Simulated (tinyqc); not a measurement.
Worked calculation: interface roughness in a thin film (subband fluctuation and scattering). Values are carried at full precision from step to step, so a last printed digit may differ when a step is redone from the rounded ones.

Square well of width t, barriers V0, c = hbar^2/2m0: E1 solves k t + 2 atan[(k/mz)/(kappa/mb)] = pi, k = sqrt(mz E/c), kappa = sqrt(mb (V0 - E)/c). One interface is rough, so the subband edge fluctuates by G dt with G = |dE1/dt| (central difference of 0.01 angstrom; 2 E1/t for hard walls).

Constants: hbar^2/2m0 = 3.80998211 eV angstrom^2; e^2/(4 pi eps0) = 14.39964547 eV angstrom; hbar = 6.58211957e-16 eV s.

Values chosen for the exercise (near those of a thin InGaAs channel; not measured data):
```
symbol  value  unit         meaning
t       82     angstrom     film thickness
mz      0.046  m0           confinement mass
V0      1.94   eV           barrier
mb      0.26   m0           barrier mass
D       3.1    angstrom     rms height of the roughness
md      0.044  m0           mass in the plane
gv      1                   valleys
Lc      18     angstrom     correlation length
Ns      0.85   x 1e12/cm^2  sheet density
eps     11.1                mean dielectric constant at the channel
Lg      200    angstrom     gate length
Wg      400    angstrom     gate width
```

## Sensitivity of the level to thickness

Give E1, G, the hard-wall values and the rms fluctuation G D.

E1 = 65.47 meV
G = |dE1/dt| = 1.1977 meV/angstrom

hard walls: E1 (meV) and G (meV/angstrom): 121.573  2.965

G D = 3.71 meV

Hard walls overstate G by a factor 2.48, and the scattering rate, which goes as G^2, by 6.13.

## The angular integrand

Gaussian roughness spectrum S(q) = pi D^2 Lc^2 exp(-q^2 Lc^2/4). Degenerate gas, taken to fill one subband (the second starts to fill once c kF^2/md exceeds E2 - E1, which is not tested here): kF = sqrt(2 pi Ns/gv), q = 2 kF sin(theta/2), 1/tau = (md/(2 pi c hbar)) G^2 times the integral from 0 to pi of S(q)(1 - cos theta)/eps(q)^2 dtheta, eps(q) = 1 + qs/q with screening (qs = gv md q0/(c eps), q0 = e^2/(4 pi eps0), form factors left out, which overstates the screening; other scattering is left out too, so these values lie far above measured mobilities in all but the thinnest films) or 1 without; mobility = tau c2/md with c2 = e/m0 = 1.75882e15 cm^2/(V s^2); 1e12/cm^2 = 1e-4/angstrom^2.

kF, qs, and exp(-q^2 Lc^2/4)(1 - cos theta) without and with the factor 1/eps^2 at theta = 30, 60, ..., 180 degrees.

kF = 0.02311 1/angstrom
qs = 0.0150 1/angstrom

Integrand:
```
theta  q (1/angstrom)   bare  eps(q)  screened
30             0.0120  0.132    2.25    0.0261
60             0.0231  0.479    1.65     0.176
90             0.0327  0.917    1.46     0.431
120            0.0400   1.32    1.37     0.698
150            0.0446   1.59    1.34     0.890
180            0.0462   1.68    1.32     0.959
```

kF Lc = 0.42: the roughness is short-ranged for these electrons, and back-scattering dominates.

## Scattering time and mobility

Integrate over theta.

Results:
```
case      integral   tau (fs)  mobility (cm^2/(V s))
bare         2.762       9240              3.693e+05
screened     1.414  1.805e+04              7.214e+05
```

Screening raises the mobility by a factor 2.0. With it kF l = 2.54e+03, so by this rate the carriers are far from localisation. Phonons, and the gate field that presses carriers to the wall, limit real channels far below this value.

## Threshold variation

Averaged over an area A = Lg Wg much larger than Lc^2, the thickness varies by D sqrt(pi Lc^2/A), so sigma(Vt) = G D Lc sqrt(pi/A)/e; the Pelgrom coefficient is sigma sqrt(A) (1 micrometre = 1e4 angstrom).

rms of the mean thickness = 0.350 angstrom
sigma(Vt) = 0.419 mV
coefficient = 0.0118 mV micrometre

The electrostatic effect of the thickness is left out.

## Checks

- G from the envelope at the wall, psi(t/2)^2 (E1 + c mz (kappa/mb)^2), against the difference quotient, meV/angstrom: both 1.198.
- Bare integral for Lc -> 0 against pi: both 3.1416.

Program tinyqc; command `OMP_NUM_THREADS=1 python tinyqc.py 1281002 1281003 out.jsonl`; about 0.01 s on one thread of a shared Intel(R) Xeon(R) Processor @ 2.30GHz.
